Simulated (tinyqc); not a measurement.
# Tunnelling through a gate dielectric, WKB transmission and Tsu-Esaki current, step by step

Numbers from tinyqc (`OMP_NUM_THREADS=1 python tinyqc.py 2540083 2540084 out.jsonl`; about 0.03 s on one thread of a shared Intel Xeon 2.30GHz). Printed values are rounded.

Electrons leave the emitter at x = 0. Energies E (motion across the layers) are in eV from the emitter Fermi level; the collector Fermi level lies at -V and offers states at every E. No charge in the dielectric and no image force: F1 = V/t1, U = phi1 - F1 x. With C = hbar^2/(2 m0), kappa = sqrt(m (U - E)/C) where U > E and 0 elsewhere; T(E) = exp(-S), S = 2 times the integral of kappa over x.

Values chosen for this exercise; dielectric values close to those of silicon dioxide: temperature T = 200 K; Fermi energy of the emitter above its band bottom Ef = 0.39 eV; emitter mass in the supply function me = 1 m0; barrier of layer 1 above the emitter Fermi level at zero bias phi1 = 2.97 eV; tunnelling mass of layer 1 m1 = 0.5 m0; thickness of layer 1 t1 = 3.1 nm; voltage across the dielectric V = 1.4 V; energy of the electron followed E = -0.19 eV; cells in each layer nc = 5; lower end of the energy grid Ea = -0.39 eV; upper end of the energy grid Eb = 0.18 eV; points of the energy grid nE = 15.

Constants: q = 1.602176634e-19 C, kB = 1.380649e-23 J/K, hbar = 1.054571817e-34 J s, m0 = 9.1093837015e-31 kg, Vt = kB T/q, hbar^2/(2 m0) = 0.0380998212 eV nm^2. Results are converted to the units shown.

## Fields and band edges

F1 = V/t1, U = phi1 - F1 x.

F1 = 4.51613 MV/cm
U at x = t1 = 1.57 eV

## WKB exponent by the midpoint rule

Cut each layer into nc equal cells, take U and kappa at the cell centres, and sum S = 2 sum kappa h.

```
cell   x (nm)   U (eV)  kappa (1/nm)
0     0.31000  2.83000       6.29545
1     0.93000  2.55000       5.99651
2     1.55000  2.27000       5.68187
3     2.17000  1.99000       5.34874
4     2.79000  1.71000       4.99345
```

S = 35.1119
T(E) = 5.63779e-16

## WKB exponent in closed form

Each layer adds (2/F) sqrt(m/C) [G(u at its left edge) - G(u at its right edge)] to S, with u = U - E (0 where negative) and G(u) = (2/3) u^1.5. The slope follows from 1/d = -dS/dE.

S = 35.1069
T(E) = 5.66607e-16
energy d over which T(E) grows by a factor e = 0.13821 eV

The midpoint rule gives S = 35.112, so its T(E) is 0.50 % below this value. The band edge stays above E through the whole stack: direct tunnelling through a trapezoid.

## Current density on a coarse energy grid

J = J0 times the integral of T(E) N(E) dE, N = ln[(1 + exp(-E/Vt))/(1 + exp((-E - V)/Vt))], J0 = q^2 me m0 kB T/(2 pi^2 hbar^3) (times 1e-4 for A/cm^2 per eV), by Simpson's rule on nE equally spaced points from Ea to Eb.

```
point     E (eV)         T(E)           N       T(E) N
0      -0.390000  1.37281e-16     22.6288  3.10650e-15
1      -0.349286  1.82364e-16     20.2665  3.69588e-15
2      -0.308571  2.42812e-16     17.9041  4.34733e-15
3      -0.267857  3.24058e-16     15.5418  5.03643e-15
4      -0.227143  4.33537e-16     13.1794  5.71377e-15
5      -0.186429  5.81444e-16     10.8171  6.28954e-15
6      -0.145714  7.81803e-16     8.45493  6.61009e-15
7      -0.105000  1.05396e-15     6.09463  6.42348e-15
8      -0.064286  1.42468e-15     3.75373  5.34788e-15
9      -0.023571  1.93115e-15     1.59457  3.07935e-15
10      0.017143  2.62513e-15    0.314697  8.26119e-16
11      0.057857  3.57897e-15   0.0342457  1.22565e-16
12      0.098571  4.89416e-15  0.00327641  1.60353e-17
13      0.139286  6.71355e-15  3.09092e-4  2.07510e-18
14      0.180000  9.23892e-15  2.91201e-5  2.69038e-19
```

J0 = 2.78910e8 A/(cm^2 eV)
J = 5.58041e-7 A/cm^2

The integrand peaks at E = -0.146 eV among these points. A converged quadrature from -Ef to above the barrier gives 5.577e-7 A/cm^2; this grid is 0.066 % above that.
